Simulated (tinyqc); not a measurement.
Schottky emission and Poole-Frenkel conduction in an insulator, and how to tell them apart: two steps of the calculation.

Schottky emission (electrode-limited): J = As T^2 exp[-(pb - b sqrt(F))/Vt], b = sqrt(q/(4 pi eps0 ei)). Poole-Frenkel emission (bulk-limited): J = s0 F exp[-(pt - 2 b sqrt(F))/Vt]. F in V/cm.

Inputs (values chosen for the exercise); dielectric values close to those of silicon nitride:
- T = 350 K (temperature)
- ei = 3.97 (high-frequency relative permittivity)
- es = 7.26 (static relative permittivity)
- pt = 1.21 eV (trap depth)
- s0 = 7 S/cm (Poole-Frenkel prefactor)
- pb = 1.08 eV (electrode barrier)
- As = 71 A/(cm^2 K^2) (Richardson constant)
- F = 1.7 MV/cm (field)

Constants: q = 1.602176634e-19 C, kB = 1.380649e-23 J/K, Vt = kB T/q, eps0 = 8.8541878128e-14 F/cm where lengths are in cm. Results are converted to the units shown.

Question 1. Both currents at one field. Lowerings b sqrt(F) and 2 b sqrt(F); the image-force maximum lies at sqrt(q/(16 pi eps0 ei F)) from the electrode.

Wanted: Schottky lowering; position of the barrier top; Poole-Frenkel lowering; J, Schottky; J, Poole-Frenkel.

Answer 1.

Schottky lowering = 248.32 meV
position of the barrier top = 0.73034 nm
Poole-Frenkel lowering = 496.63 meV
J, Schottky = 9.1976e-6 A/cm^2
J, Poole-Frenkel = 6.3607e-4 A/cm^2

Injection and bulk transport act in series, so the smaller capacity limits the current: here the electrode, by a factor of 69.2.

Question 2. Which mechanism made these data. The data come from another sample of the same dielectric, in which one mechanism alone limits the current. Fit straight lines by least squares: ln J on sqrt(F) (Schottky plot, slope b/Vt) and ln(J/F) on sqrt(F) (Poole-Frenkel plot, slope 2 b/Vt), F in V/cm, and read a permittivity from each slope. The right mechanism gives a value near ei, and in any case between ei and es.

```
point,F (MV/cm),J (A/cm^2)
0,1.12,4.293e-5
1,1.8,0.0002569
2,2.48,0.00112
3,3.15,0.00396
4,3.83,0.01251
5,4.5,0.03531
```

Give: slope of the Schottky plot; permittivity read as Schottky; slope of the Poole-Frenkel plot; permittivity read as Poole-Frenkel.

Answer 2.

slope of the Schottky plot = 0.006314 (cm/V)^0.5
permittivity read as Schottky = 3.970
slope of the Poole-Frenkel plot = 0.005016 (cm/V)^0.5
permittivity read as Poole-Frenkel = 25.16

Both plots are nearly straight, so straightness decides nothing. Read as Schottky the data give 3.97, which matches ei = 3.97; read as Poole-Frenkel they give 25.2, above even the static value 7.26. The data were made by Schottky emission.

Numbers from tinyqc (`OMP_NUM_THREADS=1 python tinyqc.py 2370047 2370048 out.jsonl`; about 0.01 s on one thread of a shared Intel Xeon 2.30GHz).
